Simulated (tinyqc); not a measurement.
Worked calculation: lattice vibrations of a chain. One step of it, computed by the program tinyqc.

Question. Frequencies. omega^2 are the eigenvalues; wavenumber = 521.4708 sqrt(eigenvalue) 1/cm.

D(q) (eV/(angstrom^2 u)):
$$\begin{pmatrix}
0.343923 & -0.080315+0.337761i \\
-0.080315-0.337761i & 0.459410
\end{pmatrix}$$

Give: eigenvalues; wavenumbers; weights |e|^2 of the mass-weighted modes.

Answer.

eigenvalues: [0.0497, 0.7536]

wavenumbers (1/cm): [116.3, 452.7]

weights |e|^2 of the mass-weighted modes, order atom 1, atom 2:
$$\begin{pmatrix}
0.5820 & 0.4180 \\
0.4180 & 0.5820
\end{pmatrix}$$
